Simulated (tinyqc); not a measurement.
Raman shift of the zone-centre optical phonon of a diamond-structure crystal under stress: one step, computed by the program tinyqc. Command: `OMP_NUM_THREADS=1 python tinyqc.py 3022482 3022483 out.jsonl ramanstress walk`. One thread of a shared host (Intel(R) Xeon(R) Processor @ 2.30GHz), about 0.01 s of CPU time with the checks.

Axes x, y, z are the cube axes. Strain shifts the threefold optical mode and can split it; p, q and r are the phonon deformation potentials.

Question. Compliances. S11 = (C11 + C12)/D, S12 = -C12/D, D = (C11 - C12)(C11 + 2 C12), S44 = 1/C44.

Inputs (values chosen for the exercise, modelled on diamond): C11 = 1087 GPa; C12 = 123.3 GPa; C44 = 582.8 GPa.

Stress state: uniaxial. Axis: [110].

Give: S11; S12; S44.

Answer.

S11 = 0.9417 1/TPa

S12 = -0.09594 1/TPa

S44 = 1.716 1/TPa
